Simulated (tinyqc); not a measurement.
Pressure-driven transition between two phases with analytic equations of state. Changing the volume V0 of phase 2. Computed by tinyqc, a small Python program. Command: `OMP_NUM_THREADS=1 python tinyqc.py 3008560 3008561 out.jsonl transition sweep`. One thread of a shared host (Intel(R) Xeon(R) Processor @ 2.30GHz), about 0.01 s of CPU time with the checks.

Each phase obeys E = E0 + (B0 V/B') [(V0/V)^B'/(B' - 1) + 1] - B0 V0/(B' - 1), P = (B0/B') [(V0/V)^B' - 1]; E0 = 0 for phase 1 and Delta E0 for phase 2. H = E + P V.

Inputs (values chosen for the exercise, for two model phases):

| quantity | value | unit |
|---|---|---|
| volume V0 of phase 1 | 14.7 | angstrom^3/atom |
| B0 of phase 1 | 288 | GPa |
| B' of phase 1 | 3.51 | - |
| B0 of phase 2 | 260 | GPa |
| B' of phase 2 | 4.39 | - |
| energy of phase 2 above phase 1, Delta E0 | 0.52 | eV/atom |

Equation of state: Murnaghan.

Constants: 1 eV/angstrom^3 = 160.2176634 GPa.

Method. If neither phase were compressed, P = Delta E0/(V0 of phase 1 - V0 of phase 2). Start from P = Delta E0/(V0 of phase 1 - V0 of phase 2); at each P solve P(V) = P for both phases and step P(new) = P - (H_2 - H_1)/(V_2 - V_1); stop when |H_2 - H_1| < 1e-10 eV. At the zero-temperature transition the volume change is V_2/V_1 - 1 and the work is P (V_1 - V_2).

One run for each value:

| volume V0 of phase 2 (angstrom^3/atom) | transition pressure (GPa) | rigid estimate (GPa) | volume change (%) |
|---|---|---|---|
| 10.3 | 19.42 | 18.935 | -30.217 |
| 10.8 | 21.96 | 21.362 | -26.844 |
| 11.3 | 25.25 | 24.504 | -23.471 |
| 11.8 | 29.70 | 28.729 | -20.094 |
| 12.3 | 36.04 | 34.714 | -16.705 |
| 12.8 | 45.80 | 43.849 | -13.284 |
| 13.3 | 62.84 | 59.509 | -9.771 |
| 13.8 | 101.33 | 92.570 | -5.939 |

Describe and explain the trends.

Over the rows, transition pressure (GPa) rises from 19.4 to 101 (exponent d ln y / d ln x 2.6 between the first rows and 13 between the last); rigid estimate (GPa) rises from 18.9 to 92.6 (exponent d ln y / d ln x 2.5 between the first rows and 12 between the last); volume change (%) rises from -30.2 to -5.94 (exponent d ln y / d ln x -2.5 between the first rows and -13 between the last). The smaller the volume gain, the more pressure is needed to pay Delta E0. Left out: 14.3 (no transition within the range of the equations of state).

Caution (rows 12.8, 13.3, 13.8): the pressure is a large share of B0, where the result depends on the form of the equation of state.
